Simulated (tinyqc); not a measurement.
Worked calculation: optical transitions of a finite quantum well. Values are carried at full precision from step to step, so a last printed digit may differ when a step is redone from the rounded ones.

Each carrier sees a square well of width L with its own depth V and masses m (inside), mb (outside); c = hbar^2/2m0, k = sqrt(m E/c), kappa = sqrt(mb (V - E)/c), and level n solves k L + 2 atan[(k/m)/(kappa/mb)] = n pi. The envelope is cos(kz) for odd n and sin(kz) for even n inside, joins exp(-kappa (|z| - L/2)) outside, and is normalised to 1. Excitons and band mixing are left out.

Constants: hbar^2/2m0 = 3.80998211 eV angstrom^2; hc = 1239.841984 eV nm; fine-structure constant alpha = 0.007297352564.

Values chosen for the exercise (near those of an InGaAs well in InP; shifted at random, so the results belong to these values and not to a real crystal): L = 193 angstrom (well width); Eg = 0.805 eV (gap of the well); Vc = 0.251 eV (conduction offset); Vv = 0.35 eV (valence offset); me = 0.0412 m0 (electron, well); meb = 0.0767 m0 (electron, barrier); mh = 0.386 m0 (heavy hole along z, well); mhb = 0.536 m0 (heavy hole, barrier); ml = 0.0511 m0 (light hole along z, well); mlb = 0.12 m0 (light hole, barrier); Ns = 0.56 x 1e12/cm^2 (electrons in e1); n_r = 3.3 (refractive index); G = 8 meV (half width of the line).

## Confinement energies

Up to three levels for each carrier.

Levels:
```
level  E (eV)  k (1/angstrom)  kappa (1/angstrom)
e1     0.0152         0.01282             0.06890
e2     0.0612         0.02572             0.06181
e3     0.1380         0.03863             0.04770
hh1    0.0023         0.01529             0.22117
hh2    0.0092         0.03057             0.21896
hh3    0.0208         0.04585             0.21522
lh1    0.0131         0.01324             0.10301
lh2    0.0528         0.02661             0.09675
lh3    0.1203         0.04016             0.08507
```

## Interband transitions

From e1 and e2 to each hole level: E = Eg + E_e + E_h, wavelength hc/E, squared overlap of the envelopes, and the strength |<S|p|v>|^2 in units of P^2 at the subband edge: overlap^2 times 1/2 (hh) or 1/6 (lh) for light polarised in the plane (TE), times 0 (hh) or 2/3 (lh) along z (TM).

Transitions:
```
pair    E (eV)  wavelength (nm)  overlap^2      TE      TM
e1-hh1  0.8225           1507.4     0.9745  0.4872  0.0000
e1-hh2  0.8294           1494.8     0.0000  0.0000  0.0000
e1-lh1  0.8333           1487.9     0.9983  0.1664  0.6656
e1-hh3  0.8410           1474.3     0.0114  0.0057  0.0000
e2-hh1  0.8685           1427.6     0.0000  0.0000  0.0000
e1-lh2  0.8730           1420.2     0.0000  0.0000  0.0000
e2-hh2  0.8754           1416.3     0.9212  0.4606  0.0000
e2-lh1  0.8793           1410.1     0.0000  0.0000  0.0000
e2-hh3  0.8869           1397.9     0.0000  0.0000  0.0000
e2-lh2  0.9190           1349.1     0.9932  0.1655  0.6621
e1-lh3  0.9405           1318.3     0.0006  0.0001  0.0004
e2-lh3  0.9865           1256.9     0.0000  0.0000  0.0000
```

The edge is e1-hh1 at 1507 nm. Pairs of opposite parity vanish exactly; e1-hh3 is allowed by parity and reaches 0.0114, only because the two envelopes leak differently into the barriers.

## Intersubband transitions from e1

z_1j = <1|z|j>; 1/m1 = <1|1/m|1>; f_1j = (m1/c)(E_j - E_1) z_1j^2, which sums to 1 over all bound and continuum states.

Transitions:
```
pair  E (meV)  wavelength (micrometre)  |z| (angstrom)       f
1-2      46.0                    26.96           43.90  0.9642
1-3     122.8                    10.10            0.00  0.0000
1-4     222.0                     5.58            3.36  0.0273
```

m1 = 0.0414 m0
sum of f over bound states = 0.9916

The continuum carries the remaining 0.0084. With hard walls z_12 = 16 L/(9 pi^2) = 34.76 angstrom and f_12 = 256/(27 pi^2) = 0.9607.

## Absorption of one well

For light polarised along z (a real waveguide or Brewster geometry adds an angle factor), with all electrons in e1 and none in e2, the peak fractional absorption is 4 pi alpha Ns c f_12/(n_r m1 G) and the area under the Lorentzian line is pi G times that, c = hbar^2/2m0; 1e12/cm^2 = 1e-4/angstrom^2. EF - E1 = 2 pi c Ns/m1 at zero temperature.

peak absorption = 1.724 %
area = 43.34 % meV
EF - E1 = 32.3 meV

EF lies below e2, as assumed.

## Checks

- Sum of f over all levels of a difference grid (60 cells across the well) against 1: 0.999 against 1.000.
- The strength f_12 on that grid against the matched envelopes: 0.963 against 0.964.

Program tinyqc; command `OMP_NUM_THREADS=1 python tinyqc.py 1280973 1280974 out.jsonl`; about 0.09 s on one thread of a shared Intel(R) Xeon(R) Processor @ 2.30GHz.
